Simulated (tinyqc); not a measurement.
Transmission against energy, and which matching rule a chain obeys: heterojunction of two tight-binding chains.

Left chain: hopping -t1, sites at 2 t1 (band bottom 0). Right chain: hopping -t2, sites at dE + 2 t2 (bottom dE). t = c/(m a^2), c = hbar^2/2m0. The bond across the interface is -tc with tc = f sqrt(t1 t2), and the last left site has the extra energy U. In a chain E = bottom + 2t (1 - cos(ka)); the surface Green function of a half chain is g = -exp(ika)/t, with Im k > 0 where cos(ka) > 1.

Constants: hbar^2/2m0 = 3.80998211 eV angstrom^2.

Parameters, chosen for this exercise (masses and offset of the size met at InGaAs / InP; shifted at random, so the results belong to these values and not to a real crystal): a = 5 angstrom (site spacing); m1 = 0.045 m0 (mass on the left); m2 = 0.073 m0 (mass on the right); dE = 0.28 eV (band offset); f = 0.78 (factor on the interface hopping); U = 0.25 eV (extra energy on the last left site).

Chain A is the junction as given; chain B has tc = sqrt(t1 t2) and U = 0; chain C has tc = t2 and U = t2 - t1, the finite-difference form of -d/dx (c/m) d/dx. Continuum formulas T = 4 x y/(x + y)^2 with parabolic k: x, y = k/m on each side (BenDaniel-Duke) or x, y = k (slope continuous).

T:
```
E - dE (eV)  E (eV)  chain A  chain B  chain C  k/m matched  k matched
0.002         0.282   0.0789   0.3470   0.2306       0.2327     0.3499
0.010         0.290   0.1682   0.6149   0.4408       0.4442     0.6188
0.020         0.300   0.2296   0.7412   0.5567       0.5606     0.7449
0.050         0.330   0.3390   0.8836   0.7132       0.7171     0.8864
0.100         0.380   0.4441   0.9544   0.8151       0.8187     0.9560
0.200         0.480   0.5634   0.9899   0.8897       0.8929     0.9905
0.400         0.680   0.6832   0.9998   0.9354       0.9383     0.9999
```

Give the missing row, E - dE (eV) = 0.005, E (eV) = 0.285.

Computed row:
```
E - dE (eV)  E (eV)  chain A  chain B  chain C  k/m matched  k matched
0.005         0.285   0.1220   0.4904   0.3384       0.3413     0.4940
```

Chain C follows the k/m rule within 0.0039 and chain B the plain k rule within 0.0039, while the two rules differ by up to 0.1844: in B the self-energy of the right side is -t1 exp(i k2 a), so only k2 enters, and in C it is -t2 exp(i k2 a), which carries 1/m2. Chain A, with f = 0.78 and U = 0.25 eV, has an interface term of its own and lies up to 0.5446 from B and 0.3742 from C.

Run: tinyqc, `OMP_NUM_THREADS=1 python tinyqc.py 1481136 1481137 out.jsonl`; Intel(R) Xeon(R) Processor @ 2.30GHz, one thread, shared host; about 0.01 s of CPU time with all checks.
